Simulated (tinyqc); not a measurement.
Changing the Luttinger gamma_1: shallow acceptor in the spherical model (Baldereschi-Lipari), strong spin-orbit limit. Computed by tinyqc, a small Python program. Command: `OMP_NUM_THREADS=1 python tinyqc.py 3019555 3019556 out.jsonl acceptor sweep`. One thread of a shared host (Intel(R) Xeon(R) Processor @ 2.30GHz), about 0.03 s of CPU time with the checks.

The 1S(3/2) state has an s envelope f(r) and a d envelope g(r). In effective units they obey -(f'' + 2f'/r + 2f/r) + mu (g'' + 5g'/r + 3g/r^2) = E f and -(g'' + 2g'/r - 6g/r^2 + 2g/r) + mu (f'' - f'/r) = E g. The cubic term, the split-off band and the central cell are left out.

Inputs (values chosen for the exercise, modelled on germanium): Luttinger gamma_2 = 4.1; Luttinger gamma_3 = 5.71; dielectric constant eps = 15.3.

Constants: Ry = 13.605693123 eV; a_0 = 0.529177210903 angstrom.

Method:
- Ry* = Ry/(gamma_1 eps^2), a* = a_0 eps gamma_1, mu = (6 gamma_3 + 4 gamma_2)/(5 gamma_1), delta = (gamma_3 - gamma_2)/gamma_1; spherical masses 1/(gamma_1 (1 - mu)) (heavy) and 1/(gamma_1 (1 + mu)) (light).
- Basis: f_i = exp(-zeta_i r), g_i = r exp(-zeta_i r), weight r^2 dr, s = zeta_i + zeta_j. S_ff = 2/s^3, H_ff = zeta_i zeta_j S_ff - 2/s^2; S_gg = 24/s^5, H_gg = 8/s^3 + 24 zeta_i zeta_j/s^5 - 12/s^4; H(f_i, g_j) = mu (6 zeta_i^2/s^4 + 2 zeta_i/s^3); S_fg = 0. Each function is normalised by sqrt(S_ii).
- Large basis: zeta_i = 0.08 x 1.55^(i-1), i = 1..20 in each channel; overlap eigenvalues below 1e-11 are dropped.
- Binding energies are -E Ry*; the mass that fits is E(1S) eps^2/Ry.

One run for each value:
```
Luttinger gamma_1  1S(3/2) binding energy (meV)  d weight of 1S(3/2)       mu  Ry* (meV)
11.0                                     31.379              0.40938  0.92109     5.2838
12.9                                     10.958              0.28647  0.78543     4.5056
15.1                                      6.663              0.20379  0.67099     3.8491
17.6                                      4.767              0.14733  0.57568     3.3024
20.6                                      3.628              0.10611  0.49184     2.8214
24.1                                      2.876              0.07677  0.42041     2.4117
28.2                                      2.335              0.05567  0.35929     2.0611
33.0                                      1.926              0.04044  0.30703     1.7613
```

Describe the trends.

Over the rows, 1S(3/2) binding energy (meV) falls from 31.4 to 1.93 (exponent d ln y / d ln x -6.6 between the first rows and -1.2 between the last); d weight of 1S(3/2) falls from 0.409 to 0.0404 (exponent d ln y / d ln x -2.2 between the first rows and -2.0 between the last); mu falls from 0.921 to 0.307 (exponent d ln y / d ln x about -1.0 throughout).
